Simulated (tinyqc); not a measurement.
Comparisons within one model: inter-valley coupling by envelope functions against a chain of atomic planes. A value that a table varies takes the place of the one given here.

Chain: E(phi) = e0 + 2 v cos(phi) + 2 u cos(2 phi), cos(phi0) = -v/(4u), e0 = 2u + v^2/(4u); plane j = 0, 1, ... has the potential V_j = dE x_j + F (j - 30) a/4 (1 MV/m = 1e-4 V/angstrom). There are 30 barrier planes a side; with y = j - 29.5, x_j = xb (f(y) + f(Nw - y)), f(y) = 1/(1 + exp(y/L)), plus any Ge added in the well. The valley splitting is the spacing of the two lowest levels. Envelope theory: F_j solves a one-valley chain with hopping -b and diagonal 2b + V_j, b = 4u sin^2(phi0), sum F_j^2 = 1; the valleys couple by Dv = sum_j F_j^2 V_j exp(-2 i phi0 j) and split by 2|Dv|.

Values chosen for the exercise (near those of the Delta valleys of silicon in a SiGe well; the results hold for these values, not for the real material):
```
symbol  value  unit      meaning
a       5.431  angstrom  lattice constant; planes lie a/4 apart
u       0.625  eV        second-neighbour hopping
v       0.655  eV        nearest hopping
Nw      61               planes in the well
L       1      planes    interface width
xb      0.22             Ge fraction of the barriers
dE      0.5    eV        offset per unit Ge fraction
F       0      MV/m      field
xs      0.14             Ge fraction added on that plane
xw      0.01             mean Ge fraction of the wiggle
x0      6921             start of the number sequence
na      12000            atoms a plane under the dot
js      68               plane j of a Ge spike (the well starts at j = 30)
```

## Position of the spike

The spike is moved through the well; position counted from the first well plane, j - 30.

Against position:
```
j - 30,"F_j^2, smooth",mean of the doublet (meV),"splitting, chain (micro-eV)",envelope,first order
3,0.00327,4.98,339,330,458
7,0.00725,5.16,702,678,1014
12,0.01347,5.45,1282,1239,1886
18,0.02109,5.86,2111,2064,2952
24,0.02677,6.27,2922,2892,3748
30,0.02887,6.46,3302,3277,4041
40,0.02330,6.01,2398,2356,3261
49,0.01217,5.38,1156,1116,1704
58,0.00250,4.94,265,259,350
```

The splitting is largest at plane 30 among these rows (3302 micro-eV), and the smooth envelope peaks at plane 30, counting all planes; without a spike it is 0.26. Where the splitting exceeds 20 micro-eV the envelope theory lies within 3.4 % of the chain and first order within 47 %.

## A periodic Ge profile (wiggle well)

periods (planes): pi/phi0 1.71121, pi/(pi - phi0) 2.40606

Added fraction xw (1 - cos(2 pi (j - 30)/p)) on the well planes; p = f times the resonant period pi/(pi - phi0). At resonance the estimate is dE xw.

Against period:
```
f,p (planes),mean of the doublet (meV),"splitting, chain (micro-eV)",envelope
0.90,2.1655,9.74,53,53
0.95,2.2858,9.58,785,816
0.98,2.3579,9.62,3854,3973
0.99,2.3820,9.72,4641,4695
1.00,2.4061,9.77,4968,4961
1.01,2.4301,9.73,4709,4705
1.02,2.4542,9.64,4006,4030
1.05,2.5264,9.55,1250,1222
1.10,2.6467,9.72,116,109
1.50,3.6091,9.77,6,6
3.00,7.2182,9.76,12,11
```

The splitting peaks at f = 1 with 4.97 meV, against the estimate dE xw = 5.00 meV, and is 0.78 and 0.81 of the value at f = 1 two per cent off to either side: the width of the resonance is set by the number of periods under the envelope. At f = 3 it is 12 micro-eV. The chain has one orbital a plane and knows only this resonance; longer periods that work through other bands are outside it.

## Random alloy fluctuations

A uniform fraction x is added on all planes. Each plane j then fluctuates by q sqrt(x_j (1 - x_j)/na) in Ge fraction, q = sqrt12 (z/2147483647 - 1/2) with z(new) = 16807 z mod 2147483647 from x0, restarted for each row; 24 samples. Theory: Dv is a complex Gaussian with sigma^2 = dE^2 sum F_j^4 x_j (1 - x_j)/na, and the mean splitting is sqrt(pi) sigma if the smooth part is negligible.

Splitting (micro-eV):
```
x,sigma,sqrt(pi) sigma,mean of 24,least,largest
0.00,5.4,9.6,13.4,2.0,23.1
0.01,66.9,118.7,100.1,30.3,199.1
0.02,94.0,166.7,140.9,45.6,280.7
0.05,146.2,259.2,219.6,77.5,438.1
0.10,201.2,356.7,302.5,113.6,603.7
```

Without added Ge the disorder sits in the barriers, where the state is small: mean 13.4 micro-eV, against 0.26 for the smooth well. With 5 % Ge in the well the mean is 220, theory 259, with a statistical error of about 11 % for 24 samples; the miss is -15 %, and since every row reuses one sequence the rows with added Ge miss alike. The spread grows with the mean: at 5 % the samples run from 78 to 438, so small splittings remain possible. sigma falls as 1/sqrt(na) for larger dots. A chain with one orbital a plane has no Bloch-function factor, which scales all these couplings down in fuller models.

## What each parameter does

Chain with the spike on plane js. Each row changes one parameter from the base and keeps the others.

Results:
```
case,level (meV),splitting (micro-eV)
base,6.144,2674.0
Nw = 67,5.459,2774.2
L = 1.5 planes,6.354,2713.2
xb = 0.27,6.308,2710.5
dE = 0.55 eV,6.317,2883.9
F = 2 MV/m,12.979,1647.3
js = 71,5.934,2255.2
xs = 0.182,6.415,3215.6
```

The largest shifts from the base row, up to three for each result and ties (the steps differ in size, so this ranks the rows, not the parameters). level (meV): F +6.835, Nw -0.685, xs +0.271. splitting (micro-eV): F -1026.7, xs +541.5, js -418.8.

Program tinyqc; command `OMP_NUM_THREADS=1 python tinyqc.py 1481525 1481526 out.jsonl`; about 0.06 s on one thread of a shared Intel(R) Xeon(R) Processor @ 2.30GHz.
